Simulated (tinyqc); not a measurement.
Sweeping the field: donor near an oxide interface in a gate field (two-state model).

Interface at z = 0 (hard wall), donor at z = d, field F pulling electrons to the interface: potential e F z; 1 kV/cm = 1e-5 eV/angstrom, c = hbar^2/2m0, q = e^2/(4 pi eps0), Q = (eps - eo)/(eps + eo). Donor state: E_D = e F d - ED - q Q/(4 eps d), the last term joining the images of ion and electron. Interface state: z exp(-b z/2) exp(-rho^2/(2 L^2)) with E_z = c b^2/(4 mz) + 3 e F/b + q Q b/(8 eps), minimised over b; in the plane at z = 3/b the ion (distance D = d - 3/b) and its image (D' = d + 3/b) give E_rho = c/(mt L^2) - (q/eps)(sqrt(pi)/L)[erfcx(D/L) + Q erfcx(D'/L)], erfcx(x) = exp(x^2) erfc(x), minimised over L. E_I = E_z + E_rho.

The two states couple by t = t0 exp(-D/aD) with t0 = q/(eps aD) (2 aD/L) sqrt(aD b/2) v, v a valley factor; this form is an estimate. With detuning u = E_D - E_I the splitting is sqrt(u^2 + 4 t^2) and the lower state has weight (1 - u/sqrt(u^2 + 4 t^2))/2 on the donor.

Constants: hbar^2/2m0 = 3.80998211 eV angstrom^2; e^2/(4 pi eps0) = 14.39964547 eV angstrom.

Values chosen for the exercise (near those of a donor in Si below Si3N4, static dielectric constants; shifted at random, so the results belong to these values and not to a real crystal):
- d = 170 angstrom (depth of the donor)
- ED = 46.5 meV (bulk binding energy)
- mz = 0.909 m0 (mass across the interface)
- mt = 0.189 m0 (mass in the plane)
- eps = 11.4 (dielectric constant of the semiconductor)
- eo = 7.5 (dielectric constant of the oxide)
- aD = 17.1 angstrom (donor radius)
- v = 0.58 (valley factor)
- Fl = (36.839, 36.875, 36.89, 36.897, 36.904, 36.919, 36.955) kV/cm (fields)

Both levels, the splitting, the donor weight and the mean depth w d + (1 - w) 3/b.

Results:

| F (kV/cm) | E_D (meV) | E_I (meV) | splitting (meV) | donor weight | mean depth (angstrom) |
|---|---|---|---|---|---|
| 36.839 | 15.743 | 15.818 | 0.0754 | 0.996 | 169.5 |
| 36.875 | 15.804 | 15.832 | 0.0298 | 0.974 | 166.6 |
| 36.890 | 15.830 | 15.839 | 0.0130 | 0.842 | 149.4 |
| 36.897 | 15.842 | 15.841 | 0.00946 | 0.491 | 103.6 |
| 36.904 | 15.853 | 15.844 | 0.0132 | 0.151 | 59.2 |
| 36.919 | 15.879 | 15.850 | 0.0301 | 0.025 | 42.8 |
| 36.955 | 15.940 | 15.865 | 0.0757 | 0.004 | 40.0 |

E_D rises by 1.70 and E_I by 0.41 meV per kV/cm, so they cross once, near 36.9 kV/cm, where the splitting is 2t = 0.00946 meV. The donor weight passes from 0.85 to 0.15 while the detuning goes from -2t to 2t, a window of 0.015 kV/cm or 0.04 % of the field; across the table the charge moves by 130 angstrom.

(tinyqc, `OMP_NUM_THREADS=1 python tinyqc.py 1251511 1251512 out.jsonl`, Intel(R) Xeon(R) Processor @ 2.30GHz, 1 thread, shared host, about 0.06 s.)
